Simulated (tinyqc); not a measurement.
Interlayer thickness: switching kinetics of a ferroelectric film and the memory window of a ferroelectric gate stack. Computed by tinyqc, a small Python program. Command: `OMP_NUM_THREADS=1 python tinyqc.py 3001819 3001820 out.jsonl feswitch walk`. One thread of a shared host (Intel(R) Xeon(R) Processor @ 2.30GHz), about 0.02 s of CPU time with the checks.

Fields in MV/cm; 1 microcoulomb/cm^2 over eps_0 is 11.29409 MV/cm. In the stack (metal, ferroelectric, interlayer, channel) the channel is taken as a conductor.

Inputs (values chosen for the exercise, for a model hafnia-based film):
```
quantity                                 value               unit
saturation polarisation P_s                 25  microcoulomb/cm^2
ratio P_r/P_s                             0.85                  -
coercive field E_c                        0.68              MV/cm
permittivity of the ferroelectric eps_F     36                  -
thickness t_F                               24                 nm
permittivity of the interlayer eps_I       5.5                  -
share s of P screened by trapped charge   0.74                  -
pulse height V                             6.1                  V
breakdown field of the interlayer           12              MV/cm
```

Method. Series stack: V = E_F t_F + E_I t_I and eps_I E_I = eps_F E_F + (1 - s) P/eps_0. E_I is for P = +P_s at the pulse height, the depolarising field for P = +P_r at V = 0; V needed puts E_F = 1.5 E_c after switching.

Stack against t_I:
```
t_I (nm)  E_F after (MV/cm)  E_I (MV/cm)  depolarising field / E_c  V needed (V)
0.3                  2.1952       27.716                    0.1928        3.0487
0.5                  1.9920       26.386                    0.3059        3.4492
0.8                  1.7212       24.614                    0.4565        4.0499
1.2                  1.4121       22.591                    0.6285        4.8509
1.6                  1.1500       20.875                    0.7744        5.6518
2.0                  0.9249       19.401                    0.8997        6.4528
3.0                  0.4803       16.491                    1.1471        8.4552
```

Each nanometre of interlayer costs 2.00 V, against 0.10 V for a nanometre of ferroelectric. The depolarising field grows from 0.19 to 1.15 E_c. At E_F = 1.5 E_c the interlayer carries (1.5 eps_F E_c + (1 - s) P_s/eps_0)/eps_I = 20.0 MV/cm whatever its thickness, above its breakdown field of 12 MV/cm, so the voltages in the last column could not be applied without breakdown. Caution: rows with E_I above the breakdown field of the interlayer cannot be reached without charge injection. Caution: where E_F after switching is below E_c the switching stalls before P_s, and where the depolarising field exceeds E_c the state switches back, so those rows describe states that are not held.
